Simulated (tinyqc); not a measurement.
MOS capacitor on a p-type substrate, surface potential from the exact charge relation: one step of the calculation.

Uniform p-type substrate, Boltzmann statistics, full ionisation, classical densities. psi is the surface potential against the body (positive when the bands bend down) and u = psi/Vt. Traps are spread evenly over the gap and neutral at flat band, so their charge is -q Dit psi; the minority quasi-Fermi level is shifted by Vb.

Problem. Newton step for the surface potential. u = psi/Vt; F^2 = exp(-u) + u - 1 + r (exp(u) - u - 1); Qs = -sign(u) Q0 F; Cs = -dQs/dpsi = (Q0/Vt) |1 - exp(-u) + r (exp(u) - 1)|/(2 F). f = Vfb + psi + (q Dit psi - Qs)/Cox - Vg, f' = 1 + (Cs + q Dit)/Cox, psi(new) = psi - f/f'.

Values chosen for this exercise; band and dielectric values close to those of silicon: temperature T = 450 K; density of interface traps Dit = 2e10 cm^-2 eV^-1; gate voltage against the body Vg = -0.28 V.

Constants: q = 1.602176634e-19 C, kB = 1.380649e-23 J/K, Vt = kB T/q. Results are converted to the units shown.

psi at the start = 0.36286483 V
Cox = 0.50045409 uF/cm^2
Vfb = -0.64286483 V
Q0 = 88.631146 nC/cm^2
r = 1.1855115e-9

Give: u; F; Qs; Cs; f; f'; psi after iteration 1.

Solution.

u = 9.3575
F = 2.8910
Qs = -256.23 nC/cm^2
Cs = 0.39527 uF/cm^2
f = 0.51431 V
f' = 1.7962
psi after iteration 1 = 0.076535 V

Computed by the program tinyqc: `OMP_NUM_THREADS=1 python tinyqc.py 2060170 2060171 out.jsonl`, one thread of a shared Intel Xeon 2.30GHz, about 0.01 s for the whole run.
